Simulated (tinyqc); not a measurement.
Resistance of a tapered via with liner, size effect and interface: via resistance against the diameter at the bottom.

A round via whose diameter grows from db at the bottom as D(z) = db + 2 z/tan(ang). The fill, of diameter D - 2 tl, starts above the bottom liner (thickness fb tl) and has rho = rho0 (1 + ks lam/(D - 2 tl)); the sidewall liner conducts in parallel with it. The bottom liner and the interface are crossed over the full area pi db^2/4. Spreading in the lines above and below is left out.

Slices between z0 = fb tl and hv, evaluated at their midpoints: conductance per length pi/4 [(D - 2 tl)^2/rho + (D^2 - (D - 2 tl)^2)/rl], slice resistance = slice height over that. 2000 slices. R_fill = sum of the slices; R_bottom = rl fb tl/(pi db^2/4); R_interface = ri/(pi db^2/4); ballistic (Sharvin) limit 1/(Sb pi (db - 2 tl)^2/4); ideal cylinder rho0 hv/(pi db^2/4).

Values chosen for this exercise; fill metal close to ruthenium:
- hv = 150 nm (height)
- ang = 88 degrees (sidewall angle)
- rho0 = 7.58 uohm cm (bulk resistivity of the fill)
- lam = 6.75 nm (mean free path of the fill)
- ks = 0.8 (size-effect factor)
- tl = 0.1 nm (liner on the sidewall)
- fb = 0.5 (liner at the bottom over that on the sidewall)
- rl = 220 uohm cm (resistivity of the liner)
- ri = 9.1e-13 ohm cm^2 (interface resistivity at the bottom)
- Sb = 1.5e15 S/m^2 (ballistic conductance per area, about 3/(4 rho0 lam))

Via resistance against the diameter at the bottom:
columns A: db (nm); B: R_fill (ohm); C: R_bottom (ohm); D: R_interface (ohm); E: R (ohm); F: ballistic limit (ohm); G: R over ideal cylinder; H: largest part
```
A         B         C         D       E        F        G     H
6    249.19    3.8905    3.2185  256.30   25.233  0.63736  fill
8.3  141.88    2.0330    1.6819  145.59   12.937  0.69282  fill
11   86.567    1.1575   0.95756  88.682   7.2773  0.74123  fill
16   44.346   0.54710   0.45260  45.345   3.4002  0.80187  fill
22   24.815   0.28937   0.23939  25.344   1.7861  0.84733  fill
30   13.950   0.15562   0.12874  14.234  0.95584  0.88494  fill
42   7.3896  0.079397  0.065683  7.5347  0.48581  0.91811  fill
58   3.9823  0.041634  0.034443  4.0583  0.25408  0.94305  fill
80   2.1364  0.021884  0.018104  2.1764  0.13329  0.96218  fill
```

Read the table: what changes, and by how much?

R falls from 256 to 2.18 ohm. The fill is the largest part at db = 6 and in all other rows. R goes as db^(-1.74) between the first two rows and db^(-1.94) between the last two; area alone gives -2.

Numbers from tinyqc (`OMP_NUM_THREADS=1 python tinyqc.py 2750118 2750119 out.jsonl`; about 0.01 s on one thread of a shared Intel Xeon 2.30GHz).
